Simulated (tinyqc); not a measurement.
Time-dependent dielectric breakdown: cell percolation, Weibull statistics, area scaling and voltage extrapolation. From characteristic life t63 back to oxide thickness t_ox. Computed by tinyqc, a small Python program. Command: `OMP_NUM_THREADS=1 python tinyqc.py 3005974 3005975 out.jsonl tddb inv`. One thread of a shared host (Intel(R) Xeon(R) Processor @ 2.30GHz), about 0.01 s of CPU time with the checks.

The oxide is divided into columns of area a^2, each holding m = t_ox/a cells (m is taken as continuous). A share lambda(t) = (t/t_1)^alpha of the cells is defective, and a column whose cells are all defective breaks down.

Inputs (values chosen for the exercise, for a model gate oxide):
```
quantity,value,unit
defect cell size a,1.1,nm
exponent alpha of defect growth,0.3,-
time t_1 at which the occupied share would reach 1,6.3e+10,s
test area A,2,um^2
```

Method. Failure fraction F = 1 - (1 - lambda^m)^N with N = A/a^2 columns, which for small lambda^m is 1 - exp(-(t/t63)^beta) with beta = alpha m and t63 = t_1 N^(-1/beta); critical share lambda(t63) = N^(-1/m). 1 um^2 = 1e6 nm^2.

Problem. A run gave the result below. Find the oxide thickness t_ox, known to lie between 2.6 and 6.1 nm.

characteristic life t63 = 94197.42 s

Solution.

Each step takes the trial c = (a f_b - b f_a)/(f_b - f_a), f being the result less the target and a, b, c the logarithms of the listed values; c replaces end b, the old b replaces a if the sign of f changed, and otherwise f_a is halved.

Scan of the range:
```
oxide thickness t_ox (nm),characteristic life t63 (s)
2.60,1.07157e+02
3.00,1.58221e+03
3.45,1.55088e+04
3.98,1.17663e+05
4.59,6.79157e+05
5.29,3.08516e+06
6.10,1.15239e+07
```

False position (Illinois rule, in the logarithm of the input) inside the bracket:
```
step,end a,end b,trial,characteristic life t63 (s)
1,3.45000,3.98000,3.85147,75764.2
2,3.98000,3.85147,3.90750,92118.1
3,3.98000,3.90750,3.91833,95603.2
4,3.90750,3.91833,3.91396,94183.0
5,3.91833,3.91396,3.91400,94197.3
6,3.91833,3.91400,3.91400,94197.5
7,3.91400,3.91400,3.91400,94197.4
```

Characteristic life t63 rises at every point of a 13-point scan of the range (every second point is shown), so one value fits; it is bracketed by 3.45 and 3.98. Answer: oxide thickness t_ox = 3.914 nm.

Caution: t_1 is an input here; in a real oxide it changes with thickness at fixed voltage.
